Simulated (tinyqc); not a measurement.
Which input was changed? Model: pair-potential crystal by lattice sums. Computed by tinyqc, a small Python program. Command: `OMP_NUM_THREADS=1 python tinyqc.py 3023417 3023418 out.jsonl pairsum which`. One thread of a shared host (Intel(R) Xeon(R) Processor @ 2.30GHz), about 0.3 s of CPU time with the checks.

Energy per atom E = (1/2) sum over neighbours of phi(r); d is the nearest-neighbour distance.

Inputs (values chosen for the exercise, for model atoms):

| quantity | value | unit |
|---|---|---|
| well depth eps | 0.0579 | eV |
| pair minimum r0 | 2.86 | angstrom |
| cut-off r_c/r0 | 2.42 | - |
| repulsive exponent n | 10 | - |
| attractive exponent m | 6 | - |

Potential: Mie n-m. Structure: hcp.

Constants: 1 eV/angstrom^3 = 160.2176634 GPa.

Method:
- phi0(r) = eps [m (r0/r)^n - n (r0/r)^m]/(n - m); shifted-force cut-off: phi(r) = phi0(r) - phi0(r_c) - (r - r_c) phi0'(r_c) for r < r_c, zero beyond.
- Shells (distance in units of d, count): fcc 1.0000 (12), 1.4142 (6), 1.7321 (24), 2.0000 (12), 2.2361 (24), 2.4495 (8), 2.6458 (48), 2.8284 (6), 3.0000 (36), 3.1623 (24); hcp 1.0000 (12), 1.4142 (6), 1.6330 (2), 1.7321 (18), 1.9149 (12), 2.0000 (6), 2.2361 (12), 2.3805 (12), 2.4495 (6), 2.5166 (6), 2.5820 (12), 2.6458 (24), 2.7080 (6), 2.8868 (12), 3.0000 (12), 3.1091 (24), 3.1623 (12); bcc 1.0000 (8), 1.1547 (6), 1.6330 (12), 1.9149 (24), 2.0000 (8), 2.3094 (6), 2.5166 (24), 2.5820 (24), 2.8284 (24), 3.0000 (32); sc 1.0000 (6), 1.4142 (12), 1.7321 (8), 2.0000 (6), 2.2361 (24), 2.4495 (24), 2.8284 (12), 3.0000 (30), 3.1623 (24); diamond 1.0000 (4), 1.6330 (12), 1.9149 (12), 2.3094 (6), 2.5166 (12), 2.8284 (24), 3.0000 (16). Volumes per atom in d^3: fcc 0.70711, hcp 0.70711, bcc 0.76980, sc 1.00000, diamond 1.53960; hcp has the ideal c/a. Every shell inside the cut-off is summed.
- Equilibrium: dE/dd = 0 at the lowest minimum with d between 0.78 r0 and 1.45 r0; B = d^2 E''(d)/(9 Omega).
- Unrelaxed vacancy: removing an atom breaks its bonds (2|E|) and placing it on the surface returns |E|, so E_v = |E|.

Problem. One of these inputs alone was changed, within the range given: well depth eps (0.02895 to 0.1158); pair minimum r0 (1.43 to 5.72); cut-off r_c/r0 (1.5 to 2.7); repulsive exponent n (7.5 to 20). Which one, and to what value?

Results:

| run | bulk modulus B (GPa) | energy per atom (eV) | equilibrium distance d (angstrom) |
|---|---|---|---|
| before | 32.16884 | -0.4196748 | 2.779947 |
| after | 23.50158 | -0.3066018 | 2.779947 |

Solution.

Each candidate set to reproduce bulk modulus B, and what it then gives:

| candidate | range searched | value needed | energy per atom (eV) | equilibrium distance d (angstrom) |
|---|---|---|---|---|
| well depth eps (eV) | 0.02895 to 0.1158 | 0.04230 | -0.30660 | 2.7799 |
| pair minimum r0 (angstrom) | 1.43 to 5.72 | 3.176 | -0.41967 | 3.0866 |
| cut-off r_c/r0 | 1.5 to 2.7 | 1.806 | -0.28563 | 2.8314 |
| repulsive exponent n | 7.5 to 20 | out of reach | - | - |

Only well depth eps fits every result: it went from 0.0579 to 0.0423 eV. The next best candidate, cut-off r_c/r0, misses one result by 6.8 %.
